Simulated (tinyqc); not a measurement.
# Van der Pauw, Hall and four-point-probe measurements on a doped layer, step by step

Numbers from tinyqc (`OMP_NUM_THREADS=1 python tinyqc.py 2850140 2850141 out.jsonl`; about 0.04 s on one thread of a shared Intel Xeon 2.30GHz). Printed values are rounded.

A uniform p-type layer with sheet resistance Rs = 1/(q ns mu), point contacts, low field (mu B small).

Inputs (values chosen for the exercise): sheet density of the layer ns = 1.9e15 cm^-2; drift mobility mu = 43 cm^2/(V s); Hall factor rH = 0.8; magnetic field B = 0.3 T; current I = 50 uA; side ratio a/b of a rectangular sample with corner contacts ar = 1.49; thickness of the layer t = 33 nm.

Constants: q = 1.602176634e-19 C. Results are converted to the units shown.

## Resistances and Hall voltage

Rs = 1/(q ns mu). For a rectangle with contacts at the corners, RA = (8 Rs/pi) sum_(k>=0) ln coth((2k + 1) pi a/(2 b)) with current along a short side b and voltage along the opposite one, RB the same with a and b exchanged; Hall voltage VH = rH B I/(q ns), negative for electrons.

Rs = 76.3955 ohm/square
RA = 3.60717 ohm
RB = 48.1855 ohm
VH = 0.00394201 mV

RB/RA = 13.4; for a square both equal Rs ln 2/pi = 16.9 ohm.

## Starting value

z = 2 ln 2/(pi (RA + RB)), exact for RA = RB.

z at the start = 8.51995 mS

## Iteration 1: new z

The van der Pauw equation exp(-pi RA z) + exp(-pi RB z) = 1 is solved for z = 1/Rs: e1 = exp(-pi RA z), e2 = exp(-pi RB z), f = e1 + e2 - 1, f' = -pi (RA e1 + RB e2), z(new) = z - f/f'.

e1 = 0.907964
e2 = 0.275341
f = 0.183305
f' = -0.0519702 kohm
z after iteration 1 = 12.0471 mS

## Iteration 2: new z

As before.

e1 = 0.872388
e2 = 0.161431
f = 0.0338194
f' = -0.0343234 kohm
z after iteration 2 = 13.0324 mS

## Course of the iteration

Stop when the step is below 1e-10 mS, or after 40 iterations.

Course of the iteration:
```
iteration	z before the step (mS)	step (mS)
1	8.51995	3.53
2	12.0471	0.985
3	13.0324	0.0572
4	13.0896	1.76e-4
5	13.0898	1.65e-9
6	13.0898	0
```

Converged in 6 iterations.

## Sheet density, mobility and bulk values

converged z = 13.0898 mS

Rs = 1/z; Hall sheet density B I/(q |VH|); Hall mobility |VH|/(Rs B I); true values ns = rH times the Hall density, mu = Hall mobility/rH; bulk density ns/t, resistivity Rs t; correction factor F = Rs/[(pi/ln 2)(RA + RB)/2].

Rs = 76.3955 ohm/square
Hall sheet density = 2.375e15 cm^-2
Hall mobility = 34.4 cm^2/(V s)
ns = 1.9e15 cm^-2
mu = 43 cm^2/(V s)
bulk density = 5.75758e20 cm^-3
resistivity = 2.52105e-4 ohm cm
F = 0.650886

Taking the mean of RA and RB without F would overstate Rs by 54 %.
